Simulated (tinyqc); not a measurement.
Mobility limited by charged threading dislocations: one step, computed by the program tinyqc.

Parallel lines trap electrons, one site every c, and the current flows across them. Donors are taken as fully ionised and statistics as non-degenerate; SI units, mass times m_0.

Problem. Dislocation scattering. tau(k) = hbar^3 (eps eps_0)^2 c^2 (1 + 4 lambda^2 k^2)^(3/2)/(N_dis m e^4 f^2 lambda^4), k the wave number across the lines; mu_dis = (e/m) int x tau exp(-x) dx with x = hbar^2 k^2/(2 m k_B T), 160 Gauss-Legendre points in sqrt(x) from 0 to sqrt(32). Closed form for lambda k >> 1: mu = 30 sqrt(2 pi) (eps eps_0)^2 c^2 (k_B T)^(3/2)/(N_dis e^3 f^2 lambda sqrt(m)).

Inputs (values chosen for the exercise, modelled on InAs):

| quantity | value | unit |
|---|---|---|
| effective mass m | 0.023 | m_0 |
| permittivity eps | 15.1 | - |
| site spacing c along the line | 4.3 | angstrom |
| dislocation density N_dis | 2e+09 | 1/cm^2 |
| temperature T | 300 | K |

Band: parabolic. Filling of the line: limited by its own charge.

screening length lambda = 18.65141 nm

filling f = 0.1932099

Constants: hbar = 1.054571817e-34 J s; eps_0 = 8.8541878128e-12 F/m; m_0 = 9.1093837015e-31 kg; k_B = 1.380649e-23 J/K; e = 1.602176634e-19 C.

Give: tau at x = 1; dislocation mobility; closed form.

Solution.

tau at x = 1 = 336.5 fs

dislocation mobility = 82147 cm^2/(V s)

closed form = 79922 cm^2/(V s)

The closed form is 97.3 % of the integral. Caution: n exceeds half of N_c, so classical statistics and Debye screening are rough.
